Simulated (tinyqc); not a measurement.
Electron-beam lithography: double-Gaussian proximity function, edge placement and dose correction for parallel lines: one step, computed by the program tinyqc. Command: `OMP_NUM_THREADS=1 python tinyqc.py 3114068 3114069 out.jsonl proximity walk`. One thread of a shared host (Intel(R) Xeon(R) Processor @ 2.30GHz), about 0.01 s of CPU time with the checks.

Lines are infinitely long. Absorbed energy is counted so that the middle of a very large area written at dose 1 receives 1; the resist develops where it exceeds 1/2.

Question. Dose correction. Uncorrected edge energies are M 1. Solve M d = 1/2 for the doses d that put the mean edge energy of every line at the threshold.

M:
```
           1          2          3          4          5
1  0.4822879  0.0074476  0.0121170  0.0127684  0.0031054
2  0.1781783  0.2836515  0.0233819  0.0323766  0.0085491
3  0.1518797  0.0131666  0.2939659  0.0381476  0.0106492
4  0.0470748  0.0077261  0.0161153  0.3255685  0.0203465
5  0.0257811  0.0053037  0.0117129  0.0532204  0.2918222
```

Give: edge energies at dose 1; corrected doses; largest over smallest dose.

Answer.

edge energies at dose 1: 1 0.5177, 2 0.5261, 3 0.5078, 4 0.4168, 5 0.3878

corrected doses: 1 0.957, 2 0.900, 3 0.956, 4 1.245, 5 1.347

largest over smallest dose = 1.497
